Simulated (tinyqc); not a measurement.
Trench capacitor in an array: capacitance, non-linearity, leakage and relaxation: one step of the calculation.

A film between two metal electrodes, each interface adding a series capacitance ci. The small-signal permittivity is ek (1 + aq E^2); the field is found with the linear permittivity. Leakage J = J0 sinh(E/Ef). After a voltage step the film passes a relaxation current kr C V tt^(-nr), tt being the time in seconds. The sidewall is a coaxial capacitor with radii a = dm/2 - t and b = dm/2, depth AR dm; the end face is left out.

Question. Cell capacitance, fields and time constant. Per length 1/c = ln(b/a)/(2 pi eps0 ek) + (1/a + 1/b)/(2 pi ci); cell capacitance c AR dm; per footprint over pt^2; fields c V/(2 pi eps0 ek r) at r = a and b; resistance of the inner electrode rho AR dm/(pi a^2); time constant R C/3 of the distributed line.

Parameters, values chosen for the exercise; permittivity of the order of that of titanium dioxide:
- ek = 74.4 (relative permittivity of the film)
- t = 16 nm (film thickness)
- ci = 1000 uF/cm^2 (capacitance of each electrode interface (dead layer and screening))
- V = 2.4 V (bias)
- dm = 180 nm (diameter of the hole)
- AR = 20 (aspect ratio, depth over diameter)
- pt = 310 nm (pitch of the square array)
- rho = 220 uohm cm (resistivity of the inner electrode)

Constants: eps0 = 8.8541878128e-14 F/cm where lengths are in cm. Results are converted to the units shown.

Give: a; b; cell capacitance; capacitance per footprint; field at a; field at b; R; R C/3.

Answer.

a = 74.000 nm
b = 90.000 nm
cell capacitance = 75.497 fF
capacitance per footprint = 78.561 uF/cm^2
field at a = 1.6433 MV/cm
field at b = 1.3511 MV/cm
R = 0.46038 kohm
R C/3 = 11.586 ps

The array gives 19.2 times the planar capacitance per footprint; curvature makes the field at the inner electrode 1.10 times the planar value.

Numbers from tinyqc (`OMP_NUM_THREADS=1 python tinyqc.py 2102151 2102152 out.jsonl`; about 0.01 s on one thread of a shared Intel Xeon 2.30GHz).
